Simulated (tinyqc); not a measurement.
Inside a calculation. Model: a barrier in a uniform field, exact transmission by Airy functions.

Computed by the program tinyqc: `OMP_NUM_THREADS=1 python tinyqc.py 2580103 2580104 out.jsonl`, one thread of a shared Intel Xeon 2.30GHz, about 0.01 s for the whole run. Printed values are rounded.

The left lead has its band edge at 0, the barrier edge falls as U(x) = U0 - F x with F = V/d for 0 < x < d, and the right lead has its edge at -V. No transverse momentum; C = hbar^2/(2 m0); psi and psi'/m are continuous. M carries (psi, psi'/m) across the barrier.

Inputs (values chosen for the exercise); masses and offsets close to those of silicon wells and oxide barriers: mass in the left lead mL = 0.26 m0; barrier edge at x = 0 U0 = 3 eV; mass in the barrier m1 = 0.5 m0; electron energy E = 1.711 eV; barrier width d = 1.1 nm; voltage across the barrier V = 0.65 V; mass in the right lead mR = 0.26 m0.

Constants: q = 1.602176634e-19 C, hbar = 1.054571817e-34 J s, m0 = 9.1093837015e-31 kg, hbar^2/(2 m0) = 0.0380998212 eV nm^2. Results are converted to the units shown.

Range of the model: Masses are held fixed, although real bands cease to be parabolic a few tenths of an eV from their edges.

## Scaled variables

Energy scale e = (C F^2/m1)^(1/3), z(x) = (U(x) - E)/e, s = (dz/dx)/m1 = -F/(e m1); v = k/m in a lead. vL = sqrt(mL E/C)/mL, vR = sqrt(mR (E + V)/C)/mR.

F = 0.590909 V/nm
e = 0.298537 eV
z1 = 4.31772
z2 = 2.14044
s = -3.95870 1/nm
vL = 13.1425 1/nm
vR = 15.4383 1/nm

Both z are positive: the whole barrier is forbidden.

## Airy functions at the edges

Ai and Bi solve y'' = z y, with Wronskian Ai Bi' - Ai' Bi = 1/pi.

Airy functions:

|  | Ai | Ai' | Bi | Bi' |
|---|---|---|---|---|
| z1 | 4.88972e-4 | -0.00104265 | 156.963 | 316.282 |
| z2 | 0.0281247 | -0.0439672 | 3.94471 | 5.15106 |

## Transfer matrix

With a = Ai, a' = Ai', b = Bi, b' = Bi' at z1 (left edge) and z2 (right edge): M11 = pi (a2 b1' - b2 a1'), M12 = (pi/s)(b2 a1 - a2 b1), M21 = pi s (a2' b1' - b2' a1'), M22 = pi (b2' a1 - a2' b1).

M (M12 in nm, M21 in 1/nm):

|  | 1 | 2 |
|---|---|---|
| 1 | 27.9584 | 3.50180 |
| 2 | 172.877 | 21.6887 |

## Transmission, exact and WKB

With M acting on (psi, psi'/m) and v = k/m in each lead, T(E) = 4 vL vR/[(vL vR M12 - M21)^2 + (vR M11 + vL M22)^2]. WKB: exp(-S), S = (4/(3 F)) sqrt(m1/C) [max(U0 - E, 0)^1.5 - max(U0 - F d - E, 0)^1.5].

T(E) = 0.00101112
S = 7.78712
exp(-S) = 4.15045e-4
ratio T(E)/exp(-S) = 2.43616

The exact value is 2.44 times the WKB one.
